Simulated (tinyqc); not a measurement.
# Tunnel rates from the two plateau currents

Question. With only the 0-1 transition of a spin-degenerate level in the bias window, I = 2 q G_in G_out/(2 G_in + G_out). Find GL and GR.

Constants: q = 1.602176634e-19 C. Results are converted to the units shown.

sizes of the plateau currents for electrons entering from the left and from the right (pA): 9.5648993  17.979748

Solution. q/I(left) = 1/GR + 1/(2 GL) and q/I(right) = 1/GL + 1/(2 GR) are linear in 1/GL and 1/GR.

GL = 1.400 1/ns
GR = 0.06100 1/ns

Computed by the program tinyqc: `OMP_NUM_THREADS=1 python tinyqc.py 2780027 2780028 out.jsonl`, one thread of a shared Intel Xeon 2.30GHz, about 0.01 s for the whole run.
